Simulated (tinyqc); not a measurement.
p-i-n power rectifier, conductivity modulation at high injection: forward voltage and stored charge against the forward current density.

A drift layer from x = -d to d (2 d = W) between ideal p+ and n+ emitters (no recombination in them). High injection, n = p, ambipolar diffusion with one lifetime; both mobilities scale as (T/300 K)^(-bt).

Triangular field at breakdown with Ec = Kc N^(1/8): BV = eps0 eps_r Ec^2/(2 q N), so N = (eps0 eps_r Kc^2/(2 q BV))^(4/3); W = 2 BV/Ec; mu = mud (T/300 K)^(-bt); rho = 1/(q mu N); ideal resistance rho W. Da = 2 mun mup Vt/(mun + mup), La = sqrt(Da tau), B = (mun - mup)/(mun + mup) with mun = mud (T/300 K)^(-bt), mup likewise; n(x) = (tau J/(2 q La)) [cosh(x/La)/sinh(d/La) - B sinh(x/La)/cosh(d/La)]. Ohmic drop: integral of J/(q (mun + mup) n); diffusion (Dember) drop Vt B ln(n(-d)/n(d)); both junctions together Vt ln(n(-d) n(d)/ni^2), ni = sqrt(Nc Nv) exp(-Eg/(2 Vt)), Eg in volts; V_F = the sum; stored charge q times the integral of n. Integrals on a fine grid. Peak reverse current if all stored charge left in a linear ramp without recombination (an upper bound): sqrt(2 a Q). Rows where n falls below the doping are left out.

Inputs (values chosen for the exercise); bulk values close to those of gallium nitride:
- T = 400 K (temperature)
- eps_r = 9.22 (relative permittivity)
- Kc = 25800 V/cm per (cm^-3)^(1/8) (critical-field constant)
- BV = 6600 V (rated breakdown voltage of the drift layer)
- mud = 924 cm^2/(V s) (drift mobility at 300 K)
- bt = 2.2 (temperature exponent of the drift mobility)
- mup = 25.9 cm^2/(V s) (hole mobility at 300 K)
- Eg = 3.33 eV (band gap)
- Nc = 3.54e18 cm^-3 (conduction-band density of states at T)
- Nv = 7.08e19 cm^-3 (valence-band density of states at T)
- a = 320 A/(cm^2 us) (ramp rate of the current at turn-off)
- tau = 3.1e-5 s (high-level lifetime)

Constants: q = 1.602176634e-19 C, kB = 1.380649e-23 J/K, Vt = kB T/q, eps0 = 8.8541878128e-14 F/cm where lengths are in cm. Results are converted to the units shown.

The same in every row: d/La = 0.6000; drift drop, ohmic and diffusion (V) = 0.02095.

Forward voltage and stored charge against the forward current density:

| J (A/cm^2) | junction drops (V) | V_F (V) | Q (uC/cm^2) | sqrt(2 a Q) (A/cm^2) | lowest n over N | J rho W (V) |
|---|---|---|---|---|---|---|
| 2 | 2.951 | 2.972 | 62.00 | 199.2 | 29.97 | 0.09993 |
| 5 | 3.014 | 3.035 | 155.0 | 315.0 | 74.94 | 0.2498 |
| 10 | 3.062 | 3.083 | 310.0 | 445.4 | 149.9 | 0.4997 |
| 30 | 3.138 | 3.159 | 930.0 | 771.5 | 449.6 | 1.499 |
| 60 | 3.185 | 3.206 | 1860 | 1091 | 899.2 | 2.998 |
| 100 | 3.221 | 3.242 | 3100 | 1409 | 1499 | 4.997 |
| 300 | 3.296 | 3.317 | 9300 | 2440 | 4496 | 14.99 |
| 800 | 3.364 | 3.385 | 2.480e4 | 3984 | 1.199e4 | 39.97 |

What does the comparison show, and why?

V_F rises from 2.97 to 3.38 V; the drift drop stays at 0.0209 V and the junction drops rise from 2.95 to 3.36 V. Where n exceeds a few 1e17 cm^-3, emitter and Auger recombination, left out here, lower n and change V_F. The drift drop does not depend on J, since n grows in proportion to it. The unipolar drop J rho W is below V_F for J up to 60.

tinyqc, about 0.01 s, one thread, Intel Xeon 2.30GHz (shared host): `OMP_NUM_THREADS=1 python tinyqc.py 2230063 2230064 out.jsonl`
